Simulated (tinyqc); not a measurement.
From one set of inputs to another, one input at a time: polytypes and stacking faults of a tetrahedral semiconductor in an axial Ising model with couplings up to third neighbours. Computed by tinyqc, a small Python program. Command: `OMP_NUM_THREADS=1 python tinyqc.py 3018103 3018104 out.jsonl polytype ladder`. One thread of a shared host (Intel(R) Xeon(R) Processor @ 2.30GHz), about 0.03 s of CPU time with the checks.

Each double layer has s = +1 or -1 for the sense of its stacking step; E per pair of atoms = E0 - sum_n J_n <s_i s_(i+n)>, n = 1, 2, 3. Hexagonality h = (1 - <s_i s_(i+1)>)/2.

The inputs printed are set A. Inputs not listed in the table keep their values of set A, so the rows need not describe a real material.

Inputs (values chosen for the exercise, of the order of those of ZnS for J, a, G and the gaps):
```
quantity,value,unit
J1,1.84,meV/pair
J2,-0.083,meV/pair
J3,0.05,meV/pair
basal lattice constant a,3.82,angstrom
gap of 3C,3.72,eV
gap of 4H,3.8,eV
binding energy of the fault level E_b,0.11,eV
in-plane mass m,0.34,m0
effective density of states N_c at 300 K,2.3e+19,1/cm^3
electron density n,1.9e+16,1/cm^3
temperature T,450,K
```

Host polytype: 3C.

correlations of the repeat units 3C (+), 2H (+-), 4H (++--), 6H (+++---), 15R (+++--), 8H (++++----), 21R (++++---), 9R (++-):
```
,n = 1,n = 2,n = 3
3C,1.000000,1.000000,1.000000
2H,-1.000000,1.000000,-1.000000
4H,0.000000,-1.000000,0.000000
6H,0.333333,-0.333333,-1.000000
15R,0.200000,-0.600000,-0.600000
8H,0.500000,0.000000,-0.500000
21R,0.428571,-0.142857,-0.714286
9R,-0.333333,-0.333333,1.000000
```

fault coefficients k_n:
```
,J1,J2,J3
intrinsic,4,4,4
extrinsic,4,8,8
twin boundary,2,4,6
```

Constants: 1 eV/angstrom^2 = 16.02176634 J/m^2; m_0 = 9.1093837015e-31 kg; hbar = 1.054571817e-34 J s; k_B = 1.380649e-23 J/K; k_B = 8.617333262e-05 eV/K.

Method:
- E - E(3C) = sum_n J_n (1 - C_n), C_n = <s_i s_(i+n)>. The gap is taken linear in h between 3C (h = 0) and 4H (h = 1/2), a rough rule, with a dash beyond.
- Faults in 3C: the sequences intrinsic (-), extrinsic (--), twin boundary (+ turns to -) are put between perfect repeats; k_n = (layers x C_n of the host) - sum_i s_i s_(i+n). gamma = sum k_n J_n/A, A = (sqrt 3/2) a^2; 1 meV/angstrom^2 = 16.02177 mJ/m^2.
- The fault binds electrons in a two-dimensional band E_b below the conduction edge, g2 = m m0/(pi hbar^2) for one valley. With the Fermi level held by the bulk, eta = ln[n/N_c(T)], N_c(T) = N_c (T/300)^1.5, the grand potential falls by g2 (k_B T)^2 F1(x), x = eta + E_b/(k_B T), F1(x) = integral from 0 to infinity of ln(1 + exp(x - t)) dt; sheet density g2 k_B T ln(1 + e^x). Band bending by the trapped charge is left out, so the gain is an upper bound.
- Net fault energy = gamma of the intrinsic fault less the electronic gain.

Each row keeps all changes above it:
```
input moved,from,to,"energy of the glide fault, intrinsic (mJ/m^2)",electronic gain (mJ/m^2),E(6H) - E(3C) (meV/pair)
set A,-,-,9.1637,2.6198e-03,1.2160
effective density of states N_c at 300 K (1/cm^3),2.3e+19,2.6e+19,9.1637,2.3180e-03,1.2160
electron density n (1/cm^3),1.9e+16,1.1e+19,9.1637,8.0106e-01,1.2160
J2 (meV/pair),-0.083,-0.108,9.0369,8.0106e-01,1.1827
in-plane mass m (m0),0.34,0.4,9.0369,9.4243e-01,1.1827
J1 (meV/pair),1.84,1.82,8.9355,9.4243e-01,1.1693
temperature T (K),450,600,8.9355,7.1113e-01,1.1693
binding energy of the fault level E_b (eV),0.11,0.081,8.9355,4.4205e-01,1.1693
```

Where does the difference come from?

Energy of the glide fault, intrinsic goes from 9.16 to 8.94, a factor 0.9751 in all. The largest single move comes from J2 (a factor 0.9862). Electronic gain goes from 0.00262 to 0.442, a factor 169 in all. The largest single move comes from electron density n (a factor 346). E(6H) - E(3C) goes from 1.22 to 1.17, a factor 0.962 in all. The largest single move comes from J2 (a factor 0.9726). The single moves hold for this order of the switches; the total does not depend on the order.

Extremes, crossings and ranges named in words are read from the listed rows.
